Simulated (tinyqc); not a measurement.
Classical nucleation, growth and JMAK kinetics of crystallisation from a melt or glass: one step, computed by the program tinyqc.

A spherical nucleus with a sharp interface of isotropic energy gamma; lambda = Omega^(1/3) is the jump distance.

Question. Steady nucleation rate. Driving force per volume: dG = H (T_m - T)/T_m. Shape factor f = 1. W(r) = f [4 pi r^2 gamma - (4/3) pi r^3 dG]; r* = 2 gamma/dG; W* = f 16 pi gamma^3/(3 dG^2); n* = f (4/3) pi r*^3/Omega. D = D0 exp(-Q/(k_B T)); attachment rate k+ = (A*/lambda^2) D/lambda^2 with A* = 4 pi r*^2; Zeldovich factor Z = sqrt(W*/(3 pi k_B T))/n*; sites per volume N = 1/Omega; I = N Z k+ exp(-W*/(k_B T)); lag time = 1/(4 pi Z^2 k+).

Inputs (values chosen for the exercise, for a model substance):
```
quantity,value,unit
melting point T_m,1660,K
heat of melting per volume H,2150,J/cm^3
interface energy gamma,0.244,J/m^2
atomic volume Omega,12.5,angstrom^3
temperature T,1025,K
diffusion prefactor D0,1.4e-06,m^2/s
activation energy Q,1.99,eV
```

Nucleation: homogeneous. Driving force: Turnbull (linear).

Constants: k_B = 8.617333262e-05 eV/K; k_B = 1.380649e-23 J/K.

Give: diffusivity D; attachment rate k+; Zeldovich factor Z; sites N; nucleation rate I; lag time.

Answer.

diffusivity D = 2.2992e-16 m^2/s

attachment rate k+ = 3.5065e+05 1/s

Zeldovich factor Z = 0.023463

sites N = 8.00e+28 1/m^3

nucleation rate I = 5.9615e+21 1/(m^3 s)

lag time = 4.1222e-04 s
